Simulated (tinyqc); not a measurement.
A particle near a wafer in liquid: double-layer and van der Waals forces (DLVO), deposition barrier and removal: one step, computed by the program tinyqc.

Sphere and flat wall, Derjaguin approximation, constant potentials in the linear-superposition form, no retardation and no hydration force.

Problem. Screening. kappa^2 = 2 z^2 e^2 N_A (1000 c)/(eps eps_0 k_B T); gamma_i = tanh(z e psi_i/(4 k_B T)); Z = 64 pi eps eps_0 (k_B T/(z e))^2 gamma_1 gamma_2.

Inputs (values chosen for the exercise, of the order of those for silica on silicon in water): particle radius R = 15 nm; potential of the particle psi_1 = -31 mV; potential of the wafer psi_2 = -11 mV; salt concentration c = 0.019 mol/L; valence z of the symmetric salt = 1; temperature T = 323 K; dielectric constant of the liquid = 69.9.

Constants: e = 1.602176634e-19 C; N_A = 6.02214076e+23 1/mol; eps_0 = 8.8541878128e-12 F/m; k_B = 1.380649e-23 J/K; k_B = 8.617333262e-05 eV/K.

Give: kappa; Debye length; gamma_1; gamma_2; Z; kappa R.

Solution.

kappa = 0.46134 1/nm

Debye length = 2.1676 nm

gamma_1 = -0.27146

gamma_2 = -0.098480

Z = 2.5772 pN

kappa R = 6.9201

Like signs: the double layers repel.
